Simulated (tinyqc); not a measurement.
Telling the models apart: thermal, flicker and telegraph noise of a field-effect transistor. Computed by tinyqc, a small Python program. Command: `OMP_NUM_THREADS=1 python tinyqc.py 3027613 3027614 out.jsonl noise walk`. One thread of a shared host (Intel(R) Xeon(R) Processor @ 2.30GHz), about 0.01 s of CPU time with the checks.

Strong inversion, threshold roll-off and channel-length modulation left out; noise sources are uncorrelated and are given as one-sided spectral densities.

Inputs (values chosen for the exercise, modelled on a high-k silicon transistor): width W = 250 micrometre; length L = 2600 nm; electrical oxide thickness t = 7.8 nm; mobility mu = 130 cm^2/(V s); saturation velocity v_s = 0.74 1e7 cm/s; oxide trap density N_t = 1.7e+17 1/(eV cm^3); oxide barrier phi = 2.7 eV; oxide mass m_ox = 0.25 m_0; Hooge parameter alpha_H = 1.6e-05; frequency f = 3000 Hz; temperature T = 400 K.

Operating region: saturation. Flicker model: Hooge.

Constants: eps_0 = 8.8541878128e-12 F/m; hbar = 1.054571817e-34 J s; m_0 = 9.1093837015e-31 kg; e = 1.602176634e-19 C; k_B = 8.617333262e-05 eV/K.

Method. C_ox = 3.9 eps_0/t; V_c = 2 v_s L/mu; I = W C_ox v_s V_ov^2/(V_ov + V_c); g_m = W C_ox v_s V_ov (V_ov + 2 V_c)/(V_ov + V_c)^2; g_d0 = mu C_ox (W/L) V_ov. Tunnelling length lambda = hbar/(2 sqrt(2 m_ox phi)); flat-band noise S_Vfb = e^2 k_B T lambda N_t/(W L C_ox^2 f). Hooge: S_I = I^2 alpha_H/(f N), N = W L C_ox V_ov/e (the source-end density).

Against the overdrive:
```
V_ov (V)  I (microampere)  (g_m/I)^2 (1/V^2)  S_I/I^2 (1/Hz)  S_I/g_m^2 (V^2/Hz)
0.20                109.9             99.330      1.4847e-15          1.4947e-17
0.25                171.5             63.465      1.1878e-15          1.8716e-17
0.32                280.3             38.646      9.2796e-16          2.4012e-17
0.40                436.8             24.668      7.4236e-16          3.0094e-17
0.50                680.2             15.735      5.9389e-16          3.7743e-17
0.63               1075.3              9.869      4.7134e-16          4.7759e-17
0.80               1724.2              6.087      3.7118e-16          6.0983e-17
1.00               2676.5              3.870      2.9695e-16          7.6723e-17
```

What follows from these numbers?

S_I/I^2 falls as V_ov^-1.00 at first and V_ov^-1.00 at the end; (g_m/I)^2 as V_ov^-2.01 and V_ov^-2.03. S_I/I^2 follows 1/N, so the input-referred noise rises by a factor 5.13, roughly as V_ov.
